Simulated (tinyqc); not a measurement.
# Binary melting diagram from solution models of liquid and solid, step by step

A worked calculation. Computed by tinyqc, a small Python program that keeps every step. Command: `OMP_NUM_THREADS=1 python tinyqc.py 3019051 3019052 out.jsonl melt walk`. One thread of a shared host (Intel(R) Xeon(R) Processor @ 2.30GHz), about 0.01 s of CPU time with the checks. Intermediate numbers are printed to about 6 digits and carried at full precision; extremes and crossings named in words are read from the listed rows.

x is the fraction of B. In a phase with interaction L: mu_A = G_A + R T ln(1 - x) + L x^2, mu_B = G_B + R T ln x + L (1 - x)^2. Melting: G(liquid) - G(solid) = H (1 - T/T_m) for each pure component.

Inputs (values chosen for the exercise, for a model alloy):

| quantity | value | unit |
|---|---|---|
| melting point T_A | 940 | K |
| melting point T_B | 1340 | K |
| heat of melting H_A | 8.01 | kJ/mol |
| heat of melting H_B | 12.8 | kJ/mol |
| liquid interaction L_L | 5.2 | kJ/mol |
| overall fraction x0 | 0.83 | - |

Diagram: eutectic with pure solids.

Constants: R = 8.314462618 J/(mol K).

## The two liquidus branches

Liquid against pure solid A: T = (H_A + L_L x^2)/(H_A/T_A - R ln(1 - x)); against pure solid B: T = (H_B + L_L (1 - x)^2)/(H_B/T_B - R ln x). The higher branch is the stable one; a dash marks a branch without a positive root.

Liquidus temperatures (K):

| x | branch A | branch B | first solid |
|---|---|---|---|
| 0.05 | 896.650 | 507.63 | A |
| 0.15 | 823.193 | 653.76 | A |
| 0.30 | 738.062 | 784.56 | B |
| 0.45 | 671.733 | 887.69 | B |
| 0.60 | 612.277 | 987.86 | B |
| 0.75 | 545.453 | 1098.86 | B |
| 0.90 | 441.769 | 1232.42 | B |
| 0.97 | 342.460 | 1305.87 | B |

## Eutectic point by bisection

Halve the interval 0.001 to 0.999 for the crossing, 44 times.

Bisection, first 12 steps:

| step | x | branch A (K) | branch B (K) |
|---|---|---|---|
| 1 | 0.500000 | 651.759 | 920.643 |
| 2 | 0.250500 | 763.485 | 746.423 |
| 3 | 0.375250 | 703.179 | 837.748 |
| 4 | 0.312875 | 731.801 | 793.991 |
| 5 | 0.281687 | 747.207 | 770.827 |
| 6 | 0.266094 | 755.230 | 758.802 |
| 7 | 0.258297 | 759.328 | 752.659 |
| 8 | 0.262195 | 757.272 | 755.742 |
| 9 | 0.264145 | 756.249 | 757.275 |
| 10 | 0.263170 | 756.760 | 756.509 |
| 11 | 0.263657 | 756.505 | 756.892 |
| 12 | 0.263414 | 756.632 | 756.700 |

eutectic composition x_E = 0.263362

eutectic temperature T_E = 756.660 K

T_E lies 183 K below the lower melting point, and x_E lies on the side of A, the lower-melting component.

## Freezing of the alloy x0

Primary solid forms at the higher branch; just above T_E its mole fraction is (x_E - x0)/x_E for A or (x0 - x_E)/(1 - x_E) for B, and the rest freezes as eutectic, with B making up x_E of it.

liquidus temperature = 1166.54 K

fraction of primary solid = 0.769222

freezing range = 409.878 K

The primary solid is B.

## Effect of the liquid interaction

The crossing is found anew for each L_L.

Eutectic point:

| L_L (kJ/mol) | x_E | T_E (K) |
|---|---|---|
| -9.6 | 0.385009 | 524.302 |
| -6.4 | 0.370576 | 576.463 |
| -3.2 | 0.351694 | 627.990 |
| -1.6 | 0.339970 | 653.413 |
| 0.0 | 0.326280 | 678.526 |
| 2.0 | 0.305786 | 709.339 |
| 4.0 | 0.280775 | 739.270 |

T_E rises from 524 to 739 K, 15.8 K per kJ/mol on average: attraction in the liquid stabilises it and deepens the eutectic. As attraction grows x_E moves from 0.281 to 0.385, towards 1/2, where mixing gains most.

Checks made by the program: equal chemical potentials at the eutectic (relative difference below 1e-10).
